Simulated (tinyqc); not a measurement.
Dose and depth of a threshold implant.

Problem. A sheet of D acceptors per cm^2 lies at depth xi inside the depleted layer of a body doped Na. In the depletion approximation VT = Vfb + f2 + q D/Cox + gamma sqrt(f2 + Vsb - q D xi/(eps0 eps_r)), gamma = sqrt(2 eps0 eps_r q Na)/Cox, Cox = eps0 eox/tox. Find gamma, D and xi.

Inputs (values chosen for the exercise); band and dielectric values close to those of silicon:

| symbol | value | unit | meaning |
|---|---|---|---|
| eps_r | 11.7 |  | relative permittivity |
| Na | 1.6e18 | cm^-3 | acceptor density deep in the body |
| eox | 7.34 |  | relative permittivity of the gate insulator (close to silicon nitride) |
| tox | 4.5 | nm | insulator thickness |
| Vfb | -0.74 | V | flat-band voltage |
| f2 | 0.973 | V | band bending 2 phiF at threshold |

Constants: q = 1.602176634e-19 C, eps0 = 8.8541878128e-14 F/cm where lengths are in cm. Results are converted to the units shown.

VT against the source at Vsb = 0 and 2.5 V (V): 0.78446014  1.2391521

Answer. With y^2 = f2 - q D xi/(eps0 eps_r) and d the difference of the thresholds over gamma, sqrt(y^2 + Vsb) - y = d gives y = (Vsb - d^2)/(2 d). The first threshold then gives D, and y^2 gives xi.

gamma = 0.5046 V^0.5
D = 7.100e11 cm^-2
xi = 8.700 nm

tinyqc, about 0.6 s, one thread, Intel Xeon 2.30GHz (shared host): `OMP_NUM_THREADS=1 python tinyqc.py 2080142 2080143 out.jsonl`
